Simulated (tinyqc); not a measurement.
Monte Carlo simulation of one carrier in a uniform electric field: one step, computed by the program tinyqc.

The force e F acts along +z. Flights end at the constant total rate Gamma; the part of Gamma that the real rates do not fill is self-scattering, which leaves k unchanged. One valley, no impurities; equivalent final valleys enter only through Z_f in the optical rate.

Task: Flight 2. Parabolic band: E = hbar^2 k^2/(2 m), speed v = hbar k/m, states per spin, volume and energy g(E) = m k/(2 pi^2 hbar^2). Masses are multiplied by m_0 and all formulas are in SI units. Flight: t = -ln(r1)/Gamma; k_z grows by e F t/hbar; E follows from the band; dz = (E_end - E_start)/(e F). Use row 2 of the random numbers.

Inputs (values chosen for the exercise, modelled on holes in silicon): effective mass m = 0.507 m_0; lattice temperature T = 300 K; electric field F = 11 kV/cm.

Crystal: non-polar. Band: parabolic.

k after event 1, the start of the next flight (1/nm): [0.2000000, 0.0530000, -0.1050288]

Random numbers (0.02 to 0.98, from up to 60 sets tried for early real events), one row a flight:
```
,r1,r2,r3,r4
1,0.2482,0.5992,0.8748,0.0529
2,0.1941,0.2357,0.0891,0.3614
3,0.6324,0.3214,0.9488,0.6706
4,0.2924,0.8267,0.9505,0.9402
5,0.1400,0.2279,0.2191,0.3057
6,0.1531,0.3778,0.4168,0.9404
7,0.4443,0.8479,0.7881,0.3373
```

Gamma = 42.36477 1e12/s

Constants: e = 1.602176634e-19 C; hbar = 1.054571817e-34 J s; m_0 = 9.1093837015e-31 kg.

Give: flight time t; k at the end of the flight; energy at the end; displacement dz.

Result:

flight time t = 38.697 fs

k at the end of the flight (1/nm): [0.20000, 0.05300, -0.04036]

energy at the end = 3.3394 meV

displacement dz = -0.64232 nm
